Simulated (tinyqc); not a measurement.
Raising U: Hubbard chain of 5 sites, mean field against exact. Computed by the program tinyqc. Collinear unrestricted mean field (the lowest of 40 random starts) against exact diagonalisation.

one-body matrix (hopping and site energies) (eV):
```
         1        2        3        4        5
1   0.0000  -1.0200   0.0000   0.0000   0.0000
2  -1.0200   0.0000  -1.0200   0.0000   0.0000
3   0.0000  -1.0200   0.0000  -1.0200   0.0000
4   0.0000   0.0000  -1.0200   0.0000  -1.0200
5   0.0000   0.0000   0.0000  -1.0200   0.0000
```

electrons, up and down: 3  2

Exact and mean-field results (eV):

| U | U/t | E exact | E mean field | mean \|n_up - n_down\| | double occupancy, exact | first gap in the sector |
|---|---|---|---|---|---|---|
| 0.510 | 0.500 | -5.00480 | -4.98173 | 0.232 | 0.212 | 0.972 |
| 1.020 | 1.000 | -4.49035 | -4.40010 | 0.278 | 0.191 | 0.917 |
| 2.040 | 2.000 | -3.62523 | -3.31460 | 0.460 | 0.149 | 0.795 |
| 3.060 | 3.000 | -2.96276 | -2.48442 | 0.684 | 0.112 | 0.679 |
| 4.080 | 4.000 | -2.46582 | -1.94139 | 0.810 | 0.084 | 0.579 |
| 6.120 | 6.000 | -1.80771 | -1.33120 | 0.913 | 0.049 | 0.435 |
| 8.160 | 8.000 | -1.41024 | -1.00793 | 0.950 | 0.031 | 0.342 |
| 12.240 | 12.000 | -0.96950 | -0.67644 | 0.978 | 0.015 | 0.237 |
| 20.400 | 20.000 | -0.59151 | -0.40723 | 0.992 | 0.006 | 0.145 |

What does the comparison show, and why?

In absolute terms mean field is worst at U/t = 4.0, 0.524 eV too high: at small U it is nearly exact, and at large U it misses only exchange-scale energies. Relative to the exact energy its error is 0.5 % at the smallest U, 31 % at most and 31 % at the largest. The double occupancy falls from 0.212 to 0.006; at the largest U the first gap is 0.71 times the exchange scale 4t^2/U.
